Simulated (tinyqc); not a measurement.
Two-band massive Dirac model of the K valleys: one step. The curvature from a plaquette. Three cases, with inputs chosen for the exercise.

Question. Corners counter-clockwise around k, from (-h/2, -h/2); upper eigenvector u with its first component real and positive; Omega = -(sum of arg <u_j|u_(j+1)>)/h^2.

Basis (conduction, valence): H = [[D/2, a t (tau kx - i ky)], [a t (tau kx + i ky), -D/2 + lam tau sz]], valley tau = +/-1, spin sz = +/-1. The gap of a spin and valley is G = D - lam tau sz. Berry curvature Omega = curl of i<u|grad u>; for the conduction band Omega_c = -tau 2 a^2 t^2 G/(G^2 + 4 a^2 t^2 k^2)^(3/2), and Omega_v = -Omega_c.

Case 1.

Values chosen (near those used for monolayer WSe2; shifted at random, so the results belong to these values and not to a real crystal):
- a = 3.308 angstrom (lattice constant)
- D = 1.62 eV (gap parameter)
- t = 1.1 eV (effective hopping)
- lam = 0.235 eV (half the valence spin splitting)
- tau = 1 (valley)
- sz = 1 (spin)
- k = (0.077, 0.106) 1/angstrom (wave vector from the valley)
- h = 0.04 1/angstrom (side of the plaquette)

Case 2.

Values chosen (near those used for monolayer MoS2; shifted at random, so the results belong to these values and not to a real crystal):
- a = 3.186 angstrom (lattice constant)
- D = 1.66 eV (gap parameter)
- t = 1.06 eV (effective hopping)
- lam = 0.078 eV (half the valence spin splitting)
- tau = -1 (valley)
- sz = -1 (spin)
- k = (0.062, 0.08) 1/angstrom (wave vector from the valley)
- h = 0.01 1/angstrom (side of the plaquette)

Case 3.

Values chosen (near those used for monolayer MoSe2; shifted at random, so the results belong to these values and not to a real crystal):
- a = 3.311 angstrom (lattice constant)
- D = 1.4 eV (gap parameter)
- t = 0.91 eV (effective hopping)
- lam = 0.095 eV (half the valence spin splitting)
- tau = -1 (valley)
- sz = 1 (spin)
- k = (0.037, 0.021) 1/angstrom (wave vector from the valley)
- h = 0.04 1/angstrom (side of the plaquette)

Give: Corners; Omega_c from the plaquette.

Answer.

Case 1.

Corners:
```
j      kx      ky      u_c               u_v  arg <u_j|u_j+1> (rad)
1  0.0570  0.0860  0.96931  0.13582+0.20492i              -0.018692
2  0.0970  0.0860  0.95563  0.22040+0.19541i               0.018963
3  0.0970  0.1260  0.94005  0.20804+0.27024i               0.024234
4  0.0570  0.1260  0.95104  0.12738+0.28158i              -0.012179
```

Omega_c from the plaquette = -7.703 angstrom^2

The formula at the centre gives -7.715; the plaquette averages over its area.

Case 2.

Corners:
```
j      kx      ky      u_c                u_v  arg <u_j|u_j+1> (rad)
1  0.0570  0.0750  0.98178  -0.11499+0.15130i               0.003030
2  0.0670  0.0750  0.97951  -0.13417+0.15019i              -0.002663
3  0.0670  0.0850  0.97667  -0.13294+0.16865i              -0.003371
4  0.0570  0.0850  0.97886  -0.11391+0.16986i               0.002298
```

Omega_c from the plaquette = 7.048 angstrom^2

The formula at the centre gives 7.050; the plaquette averages over its area.

Case 3.

Corners:
```
j      kx      ky      u_c                u_v  arg <u_j|u_j+1> (rad)
1  0.0170  0.0010  0.99941  -0.03420+0.00201i               0.000160
2  0.0570  0.0010  0.99363  -0.11268+0.00198i              -0.008851
3  0.0570  0.0410  0.99051  -0.11160+0.08027i              -0.006414
4  0.0170  0.0410  0.99609  -0.03386+0.08166i               0.002733
```

Omega_c from the plaquette = 7.733 angstrom^2

The formula at the centre gives 7.778; the plaquette averages over its area.

Computed by tinyqc, one run a case: `OMP_NUM_THREADS=1 python tinyqc.py N N+1 out.jsonl` with N = 1481085, 1481230, 1481582; one thread of a shared Intel(R) Xeon(R) Processor @ 2.30GHz, about 0.01 s a run at most.
